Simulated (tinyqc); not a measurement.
## Thermionic-field emission through a Schottky barrier, WKB: effect of temperature

Metal on an n-type semiconductor with one parabolic valley; V > 0 is forward bias (metal positive). Energies E are counted from the conduction edge of the neutral semiconductor, whose Fermi level lies at -xi; that of the metal lies at -xi - V. The barrier is a parabola of height Vd = phi - xi - V (depletion approximation, no image force).

Nc = 2 (2 pi me m0 kB T/h^2)^1.5 (times 1e-6 for cm^-3); Nd = Nc F12(-xi/Vt), F12(x) = (2/sqrt(pi)) int_0^infinity sqrt(u)/(1 + exp(u - x)) du; E00 = (hbar/2) sqrt(Nd/(me m0 eps0 eps_r)) in SI units (volts). For E < Vd, ln T(E) = -(Vd/E00) [sqrt(1 - y) - y ln((1 + sqrt(1 - y))/sqrt(y))], y = E/Vd; T(E) = 1 above. J = A* T (q/kB) int_0^infinity T(E) N(E) dE, N = ln[(1 + exp((-xi - E)/Vt))/(1 + exp((-xi - V - E)/Vt))], A* = 4 pi q me m0 kB^2/h^3 (times 1e-4 for A/(cm^2 K^2)). The integral is converged to the digits shown; the share over the barrier is that of E > Vd, and 0 means below 1e-6 %. phi is held fixed. By a common rule of thumb, E00/Vt below 0.5 marks thermionic emission, 0.5 to 5 thermionic-field emission and above 5 field emission.

Inputs (values chosen for the exercise); band and dielectric values close to those of indium phosphide:
- me = 0.0807 m0 (electron mass)
- eps_r = 12.5 (relative permittivity)
- phi = 0.7 eV (barrier height seen from the metal)
- Nd = 3.3e17 cm^-3 (donor density)
- V = 0.25 V (bias)

Constants: q = 1.602176634e-19 C, kB = 1.380649e-23 J/K, eps0 = 8.8541878128e-12 F/m, hbar = 1.054571817e-34 J s, h = 6.62607015e-34 J s, m0 = 9.1093837015e-31 kg, Vt = kB T/q. Results are converted to the units shown.

Effect of temperature:

| T (K) | E00/Vt | J (A/cm^2) | share over the barrier (%) | mean E/Vd |
|---|---|---|---|---|
| 60 | 2.054 | 4.189e-12 | 0 | 0.09848 |
| 100 | 1.232 | 8.065e-10 | 0 | 0.3048 |
| 150 | 0.8215 | 1.100e-6 | 0.0151 | 0.5491 |
| 200 | 0.6162 | 2.852e-4 | 0.622 | 0.6958 |
| 250 | 0.4929 | 0.01595 | 3.22 | 0.7806 |
| 300 | 0.4108 | 0.3096 | 7.77 | 0.8336 |
| 400 | 0.3081 | 17.40 | 19.1 | 0.8989 |
| 500 | 0.2465 | 235.4 | 29.9 | 0.9436 |

J rises from 4.19e-12 to 235 A/cm^2, and the mean E/Vd rises from 0.0985 to 0.944, as E00/Vt falls from 2.05 (thermionic-field emission) to 0.246 (thermionic emission). Between the first two rows J changes by a factor of 193, between the last two by 13.5.

Range of the model: The depletion approximation, a parabolic band and the neglect of image-force lowering make these currents estimates at high doping.

Program tinyqc, `OMP_NUM_THREADS=1 python tinyqc.py 2640098 2640099 out.jsonl`; Intel Xeon 2.30GHz, shared host, one thread, about 0.01 s.
